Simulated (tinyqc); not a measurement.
# An infinitely deep well in a field (quantum-confined Stark shift), Airy functions: the Stark shift against field

Hard walls at x = -L/2 and +L/2; between them U(x) = -F x (eV, zero at the centre). C = hbar^2/(2 m0), e = (C F^2/m1)^(1/3), z1 = (F L/2 - E)/e at the left wall and z2 = (-F L/2 - E)/e at the right wall. Levels are the roots of D(E) = Ai(z1) Bi(z2) - Ai(z2) Bi(z1).

Exact shifts E_n(F) - E_n(0) from the roots of D; <x> = -dE_1/dF. E_n(0) = C (n pi/L)^2/m1; second-order shift m1 F^2 L^4 (1 - 15/(pi n)^2)/(48 C pi^2 n^2).

Inputs (values chosen for the exercise): mass m1 = 0.067 m0; well width L = 18.1 nm.

Constants: q = 1.602176634e-19 C, hbar = 1.054571817e-34 J s, m0 = 9.1093837015e-31 kg, hbar^2/(2 m0) = 0.0380998212 eV nm^2. Results are converted to the units shown.

The Stark shift against field:
columns A: F (V/nm); B: F L/E_1(0); C: shift of level 1 (meV); D: second order, 1 (meV); E: shift of level 2 (meV); F: second order, 2 (meV); G: <x> of level 1 (nm)
```
A             B         C         D        E        F       G
0.00064  0.6762  -0.08475  -0.08483  0.02522  0.02530  0.2646
0.00091  0.9615   -0.1712   -0.1715  0.05084  0.05114  0.3756
0.0013    1.374   -0.3487   -0.3500   0.1031   0.1044  0.5345
0.0019    2.007   -0.7418   -0.7476   0.2173   0.2229  0.7748
0.0026    2.747    -1.380    -1.400   0.3980   0.4175   1.047
0.0038    4.015    -2.902    -2.990   0.8065   0.8918   1.484
0.0054    5.705    -5.702    -6.039    1.477    1.801   2.003
0.0077    8.135    -11.04    -12.28    2.481    3.662   2.615
0.011     11.62    -20.81    -25.06    3.482    7.473   3.268
```

The shift of level 1 falls from -0.0848 to -20.8 meV, as F^(2.00) between the first two rows and F^(1.78) between the last two (second order: power 2). Second order is 0.090 % above it in size in the first row and 20 % above it in the last. The shift of level 2 rises from 0.0252 to 3.48 meV.

Computed by the program tinyqc: `OMP_NUM_THREADS=1 python tinyqc.py 2580018 2580019 out.jsonl`, one thread of a shared Intel Xeon 2.30GHz, about 0.02 s for the whole run.
